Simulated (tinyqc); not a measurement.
# Input admittance of a MOSFET at zero drain bias: distributed channel and distributed gate, step by step

Computed by the program tinyqc: `OMP_NUM_THREADS=1 python tinyqc.py 2262081 2262082 out.jsonl`, one thread of a shared Intel Xeon 2.30GHz, about 0.01 s for the whole run. Printed values are rounded.

Source and drain grounded, strong inversion, w = 2 pi f, Cox = eps0 eox/tox. The channel is an RC line of resistance 1/(mu Cox Vo) per square fed from both ends, so one finger has the intrinsic admittance y = i w Cox L tanh(g)/g per width, g = (1/2) sqrt(i w tau), tau = L^2/(mu Vo). The vertical resistance rv/L is in series with y, the overlaps 2 i w Cov in parallel: y_t = 1/(1/y + rv/L) + 2 i w Cov. The gate strip is a line of Rsh/L per length loaded by y_t, so a finger has Y = y_t Wf tanh(k)/k, k = (Wf/sd) sqrt(y_t Rsh/L); the device has Nf Y.

Inputs (values chosen for the exercise); values of the order met in silicon radio-frequency transistors:

| symbol | value | unit | meaning |
|---|---|---|---|
| eox | 3.9 |  | relative permittivity of the gate insulator (close to silicon dioxide) |
| tox | 4.1 | nm | insulator thickness |
| L | 0.25 | um | channel length |
| Wf | 6.5 | um | finger width |
| Nf | 8 |  | number of fingers |
| mu | 100 | cm^2/(V s) | channel mobility |
| Vo | 0.59 | V | gate overdrive |
| Rsh | 21 | ohm/square | sheet resistance of the gate |
| rv | 1 | ohm um^2 | vertical resistivity of the gate stack |
| sd | 1 |  | number of ends at which a finger is contacted |
| Cov | 0.22 | fF/um | overlap and fringe capacitance on each side |
| f | 14 | GHz | frequency |

Constants: eps0 = 8.8541878128e-14 F/cm where lengths are in cm. Results are converted to the units shown.

## Low-frequency resistances and capacitance

Low-frequency limits, with c = Cox L and ct = c + 2 Cov: R_strip = Rsh Wf/(3 sd^2 L Nf), R_ch = (c/ct)^2 L/(12 mu Cox Vo Wf Nf), R_vert = (c/ct)^2 rv/(L Wf Nf), C = ct Wf Nf.

parts (ohm): strip 22.75, channel 5.51624, vertical 0.0526291
sum = 28.3189 ohm
C = 132.370 fF
1/(2 pi R C) = 42.4577 GHz

The strip term is the largest, 80.3 % of the sum.

## Admittance of the channel and stack per width

tau, g, c = Cox L, y and y_t as defined.

tau = 10.5932 ps
g = 0.341290+0.341290i
c = 2.10557 fF/um
y = 14.257+183.887i uS/um
y_t = 14.392+222.571i uS/um

w tau = 0.932, and Im y is 0.993 of w c.

## Input impedance of the device

k and Y as defined; Z = 1/(Nf Y) = R + 1/(i w C); Q = |Im Z|/R; signal at the point farthest from a contact |1/cosh k|.

k = 0.649087+0.608472i
Nf Y = 3.3509+10.3835i mS
R = 28.1483 ohm
C = 130.335 fF
Q = 3.09869
signal at the far point = 0.929613

R is 0.60 % below its low-frequency limit and C is 1.5 % below its own.
